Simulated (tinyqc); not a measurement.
Raman shift of the zone-centre optical phonon of a diamond-structure crystal under stress: one step, computed by the program tinyqc.

Axes x, y, z are the cube axes. Strain shifts the threefold optical mode and can split it; p, q and r are the phonon deformation potentials.

Problem. The line seen from a (001) surface. Backscattering from a (001) surface: incident polarisation (cos phi, sin phi, 0). With Raman tensors (R_z)_xy = (R_z)_yx = 1 and cyclic, only the z component u_z of a mode counts: I = u_z^2 sin^2(2 phi) for parallel and u_z^2 cos^2(2 phi) for crossed polarisers. An unresolved line sits at the intensity-weighted shift, which is M_zz/(2 omega_0).

Inputs (values chosen for the exercise, modelled on diamond): stress sigma (tension positive) = -2.9 GPa; polarisation angle phi = 60 degree.

Stress state: uniaxial. Axis: [111].

M/(2 omega_0) (1/cm):
```
          x         y         z
x  2.960993  2.131437  2.131437
y  2.131437  2.960993  2.131437
z  2.131437  2.131437  2.960993
```

Give: total intensity, parallel; total intensity, crossed; shift of the observed line; shift per stress; stress per shift.

Solution.

total intensity, parallel = 0.75

total intensity, crossed = 0.25

shift of the observed line = 2.961 1/cm

shift per stress = -1.021 1/(cm GPa)

stress per shift = -979.4 MPa cm

Shear mixes z with x and y, so the line is a blend of modes with different shifts. Caution: the modes that take part are split by more than a line width, so two lines are seen and not one at the mean. Caution: this stress has components normal to the (001) face, so it cannot reach a free (001) surface; it can act on buried material.
